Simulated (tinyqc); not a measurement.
# Resistance of a circular point contact between the ballistic and the diffusive limit: effects of single changes

Two half-spaces of a free-electron metal (one valley, spin 2) meet through a circular opening of radius a in an insulating sheet.

Parameters, values chosen for the exercise:
- n = 7.7e22 cm^-3 (free-electron density)
- l = 2.6 nm (mean free path)
- a = 3 nm (radius of the opening)

Constants: q = 1.602176634e-19 C, hbar = 1.054571817e-34 J s. Results are converted to the units shown.

Each table varies one quantity; the others keep the values above.

## Effect of the radius

kF = (3 pi^2 n)^(1/3), resistivity rho = hbar kF/(n q^2 l). Maxwell: RM = rho/(2 a); Sharvin: RS = 4 rho l/(3 pi a^2); interpolation R = RS + gamma RM, gamma = (1 + 0.83 K)/(1 + 1.33 K), K = l/a.

Effect of the radius:
```
a (nm)  K = l/a  RM (ohm)  RS (ohm)  R (ohm)
0.52      5.000     259.7      1102     1277
0.97      2.680     139.2     316.7    415.1
1.8       1.444     75.02     91.98    148.5
3.4      0.7647     39.72     25.78    57.97
6.3      0.4127     21.44     7.509    26.09
12       0.2167     11.25     2.070    12.38
22       0.1182     6.138    0.6158    6.441
42      0.06190     3.215    0.1690    3.292
78      0.03333     1.731   0.04899    1.753
```

R falls from 1280 to 1.75 ohm, as a^(-1.80) between the first two rows and a^(-1.02) between the last two (Sharvin -2, Maxwell -1). RM equals RS at a = 8 l/(3 pi) = 2.21 nm. In 1 of the 9 rows kF a is below 10, where the smooth Sharvin count is off by about 2/(kF a), a fifth or more.

## Effect of the mean free path

Same model as above.

The same in every row: RS (ohm) = 33.114.

Results:
```
l (nm)   K = l/a  RM (ohm)  R (ohm)
0.18    0.060000    650.20   665.25
0.42     0.14000    278.66   295.33
2.3      0.76667    50.885   74.341
5.3       1.7667    22.082   49.373
12        4.0000    9.7530   39.781
29        9.6667    4.0357   35.742
67        22.333    1.7468   34.226
```

Estimate the missing row, l = 0.98 nm.

Computed row:
```
l (nm)  K = l/a  RM (ohm)  R (ohm)
0.98    0.32667    119.42   138.94
```

With this row back in the table: R falls from 665 to 34.2 ohm. RS stays at 33.1 ohm, since rho l depends on n alone, and R is 3.4 % above it in the last row: a cleaner metal cannot lower R below the Sharvin value.

Computed by the program tinyqc: `OMP_NUM_THREADS=1 python tinyqc.py 2760009 2760010 out.jsonl`, one thread of a shared Intel Xeon 2.30GHz, about 0.01 s for the whole run.
